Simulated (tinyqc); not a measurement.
Deep trap from a strong local potential in a two-band host (Koster-Slater model with semi-elliptic bands): one step, computed by the program tinyqc.

The valence band spans -2 W_v to 0 and the conduction band E_g to E_g + 2 W_c. The orbital at the impurity site has weight f_v in the valence band and 1 - f_v in the conduction band, each spread as a semi-ellipse (2/(pi W^2)) sqrt(W^2 - x^2) about the band centre. The impurity adds U to this orbital. Spin is left out.

Question. Thresholds and the vacancy level. In the gap G(E) = f_v (2/W_v^2)[x - sqrt(x^2 - W_v^2)] - (1 - f_v)(2/W_c^2)[y - sqrt(y^2 - W_c^2)], x = E + W_v, y = E_g + W_c - E. G falls across the gap from G(0) to G(E_g). A repulsive U binds if U > 1/G(0), an attractive one if U < 1/G(E_g); the vacancy level (U infinite) solves G(E) = 0 (bisection).

Inputs (values chosen for the exercise, with a gap close to that of silicon): gap E_g = 1.14 eV; half-width of the valence band W_v = 5.4 eV; half-width of the conduction band W_c = 4.4 eV; valence weight f_v of the site orbital = 0.6.

Impurity: attractive, donor-like.

Give: G(0); G(E_g); repulsive threshold; attractive threshold; vacancy level.

Answer.

G(0) = 0.132 1/eV

G(E_g) = -0.0645 1/eV

repulsive threshold = 7.55 eV

attractive threshold = -15.5 eV

vacancy level = 0.858 eV
